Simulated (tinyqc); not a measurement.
# Resistance of a source-drain extension with a graded tip: two studies

y runs along the channel, the gate covers y > 0. The doping is N0 for y < y0 and N0 10^(-(y - y0)/la) beyond, uniform over the depth xj. Sheet conductance s(y) = q mu(N) max(N - Nch, 0) xj + (for y > 0) ma Cox Vo, with mu(N) = u0 + (u1 - u0)/(1 + (N/Nr)^au) and Cox = eps0 eox/tox. Current is taken as one-dimensional; depletion of the tip, spreading and the contact are left out. The metallurgical junction lies at yj, where N = Nch.

Parameters, values chosen for the exercise; mobility law close to that of electrons in silicon: relative permittivity of the gate insulator (close to hafnium oxide) eox = 22.3; insulator thickness tox = 3.6 nm; active doping of the extension far from the gate N0 = 1.9e20 cm^-3; lateral abruptness la = 2.7 nm/decade; position under the gate where the fall begins (gate edge at 0) y0 = 0.6 nm; depth of the extension xj = 18 nm; channel doping Nch = 5.8e17 cm^-3; spacer length Ls = 13 nm; gate overdrive Vo = 0.42 V; mobility of the gate-induced layer ma = 85 cm^2/(V s); mobility at low doping u1 = 1414 cm^2/(V s); mobility at high doping u0 = 68.5 cm^2/(V s); reference doping Nr = 9.2e16 cm^-3; exponent au = 0.711; gate length Lg = 90 nm.

Constants: q = 1.602176634e-19 C, eps0 = 8.8541878128e-14 F/cm where lengths are in cm. Results are converted to the units shown.

Each table varies one quantity; the others keep the values above.

## Abruptness at a fixed junction position

R_spacer = integral of dy/s from -Ls to 0, R_ov from 0 to yj, R_channel = (Lg - 2 yj)/(ma Cox Vo), R_total = 2 R_spacer + 2 R_ov + R_channel. Electrical length L_eff = ma Cox dR_total/d(1/Vo); R_series = R_total - L_eff/(ma Cox Vo). y0 is moved with la so that yj stays at 7.3914 nm.

The same in every row: yj (nm) = 7.391; R_channel (ohm um) = 384.1.

Abruptness at a fixed junction position:
```
la (nm/decade)  R_spacer (ohm um)  R_ov (ohm um)  R_total (ohm um)  L_eff (nm)  R_series (ohm um)
1                           3.199          6.541             403.6       76.53              12.76
1.9                         3.199          10.87             412.3       77.69              15.51
2.7                         3.199          14.71             420.0       78.72              17.96
3.6                         3.490          18.78             428.7       79.86              20.85
4.5                         5.008          21.91             438.0       80.91              24.76
5.3                         7.530          23.98             447.2       81.73              29.77
6.2                         11.60          25.73             458.8       82.50              37.47
7.1                         16.84          27.07             472.0       83.15              47.32
```

What does the table show?

As la goes from 1 to 7.1 nm/decade, R_total rises from 404 to 472 ohm um, R_spacer rises from 3.20 to 16.8 ohm um and R_ov rises from 6.54 to 27.1 ohm um. R_total changes on average by 11.2 ohm um for each nm/decade. L_eff exceeds the metallurgical length by 1.32 nm in the first row and 7.93 nm in the last, since the gate also controls the lightly doped tips.

## Effect of the gate overdrive

Same model as above.

The same in every row: yj (nm) = 7.391; R_spacer (ohm um) = 3.199.

Effect of the gate overdrive:
```
Vo (V)  R_ov (ohm um)  R_channel (ohm um)  R_total (ohm um)  L_eff (nm)  R_series (ohm um)
0.15            25.96                1076              1134       77.02              32.57
0.3             17.94               537.8             580.1       78.08              21.78
0.45            14.10               358.5             393.1       78.85              17.28
0.6             11.77               268.9             298.8       79.46              14.77
0.75            10.17               215.1             241.9       79.96              13.18
0.9             8.990               179.3             203.6       80.38              12.08
1.05            8.081               153.7             176.2       80.75              11.27
1.2             7.355               134.5             155.6       81.07              10.65
```

What does the table show?

As Vo goes from 0.15 to 1.2, R_total falls from 1130 to 156 ohm um, L_eff rises from 77.0 to 81.1 nm and R_series falls from 32.6 to 10.6 ohm um. Both extracted quantities depend on the overdrive at which they are taken.

tinyqc, about 0.03 s, one thread, Intel Xeon 2.30GHz (shared host): `OMP_NUM_THREADS=1 python tinyqc.py 2282147 2282148 out.jsonl`
